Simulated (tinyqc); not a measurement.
Programming of a floating-gate cell by Fowler-Nordheim tunnelling: one step of the calculation.

Per tunnel area the floating gate has Ctun = 3.9 eps0/tox to the channel (0 V) and Ccg to the control gate, Ct = Ctun/(1 - ag), no other coupling. With the threshold shift U = -Q/Ccg the field is F = ag (Vg - U)/tox, and dU/dt = J/Ccg. Fowler-Nordheim: J = A F^2 exp(-B/F), A = q^2/(16 pi^2 hbar mo phi) (times 1e14 for A/cm^2 with F in V/nm, emitter mass m0), B = (4/3) sqrt(mo/C) phi^1.5, C = hbar^2/(2 m0).

Question. Explicit time steps against the exact solution. U(new) = U + dt J(F(U))/Ccg. Exact: exp(B/F(t)) = exp(B/F(0)) + K t, K = A B ag/(Ccg tox), and U = Vg - tox F/ag.

Inputs (values chosen for the exercise); oxide values close to those of silicon dioxide:
```
symbol  value  unit                       meaning
phi      3.12    eV                tunnel barrier
mo       0.41    m0               tunnelling mass
tox       6.2    nm        tunnel oxide thickness
ag       0.59               coupling ratio Ccg/Ct
Vt0      -1.2     V  threshold shift at the start
Vg       10.4     V          control-gate voltage
dt        1.4    us                     time step
n          11                               steps
```

Constants: q = 1.602176634e-19 C, hbar = 1.054571817e-34 J s, m0 = 9.1093837015e-31 kg, eps0 = 8.8541878128e-14 F/cm where lengths are in cm, hbar^2/(2 m0) = 0.0380998212 eV nm^2. Results are converted to the units shown.

Wanted: t; F; J; U by steps; U exact.

Answer.

| step | t (us) | F (V/nm) | J (A/cm^2) | U by steps (V) | U exact (V) |
|---|---|---|---|---|---|
| 0 | 0 | 1.104 | 0.04823 | -1.200 | -1.200 |
| 1 | 1.400 | 1.096 | 0.04052 | -1.116 | -1.122 |
| 2 | 2.800 | 1.089 | 0.03493 | -1.045 | -1.055 |
| 3 | 4.200 | 1.083 | 0.03069 | -0.984 | -0.997 |
| 4 | 5.600 | 1.078 | 0.02737 | -0.930 | -0.945 |
| 5 | 7.000 | 1.074 | 0.02468 | -0.883 | -0.898 |
| 6 | 8.400 | 1.070 | 0.02247 | -0.839 | -0.855 |
| 7 | 9.800 | 1.066 | 0.02062 | -0.800 | -0.816 |
| 8 | 11.20 | 1.062 | 0.01905 | -0.764 | -0.781 |
| 9 | 12.60 | 1.059 | 0.01769 | -0.731 | -0.747 |
| 10 | 14.00 | 1.056 | 0.01651 | -0.700 | -0.716 |
| 11 | 15.40 | 1.054 | 0.01548 | -0.671 | -0.687 |

Range of the model: Programming fields of 10 MV/cm and more wear the oxide; trapping and the channel potential are ignored.

tinyqc, about 0.01 s, one thread, Intel Xeon 2.30GHz (shared host): `OMP_NUM_THREADS=1 python tinyqc.py 2130001 2130002 out.jsonl`
